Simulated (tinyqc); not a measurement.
Hubbard ring of 6 sites, step by step. One step of it, computed by the program tinyqc.

Problem. Mean-field iteration 1. H(up) = T + U n(down), H(down) = T + U n(up); fill the lowest levels; n(new) = n + mixing (n(out) - n); E = tr T (rho up + rho down) + U sum n_up n_down of the output.

one-body matrix (hopping and site energies) (eV):
```
           1          2          3          4          5          6
1  -0.810000  -1.660000   0.000000   0.000000   0.000000  -1.660000
2  -1.660000  -0.670000  -1.660000   0.000000   0.000000   0.000000
3   0.000000  -1.660000  -0.250000  -1.660000   0.000000   0.000000
4   0.000000   0.000000  -1.660000  -0.940000  -1.660000   0.000000
5   0.000000   0.000000   0.000000  -1.660000  -0.910000  -1.660000
6  -1.660000   0.000000   0.000000   0.000000  -1.660000   0.020000
```

U = 9.200000 eV

electrons, up and down: 3  3

mixing = 0.200000

n(up) at the start (a guess, not normalised): 1 0.500000, 2 0.500000, 3 0.500000, 4 0.500000, 5 0.500000, 6 0.500000

n(down) at the start (a guess): 1 0.500000, 2 0.500000, 3 0.500000, 4 0.500000, 5 0.500000, 6 0.500000

Give: levels, up; levels, down; energy; n(up) after iteration 1; n(down) after iteration 1.

Solution.

levels, up (eV): 0.6588  2.1095  2.5599  5.4251  5.9300  7.3567

levels, down (eV): 0.6588  2.1095  2.5599  5.4251  5.9300  7.3567

energy = -3.0124 eV

n(up) after iteration 1: 1 0.5080, 2 0.5009, 3 0.4917, 4 0.5070, 5 0.5096, 6 0.4828

n(down) after iteration 1: 1 0.5080, 2 0.5009, 3 0.4917, 4 0.5070, 5 0.5096, 6 0.4828
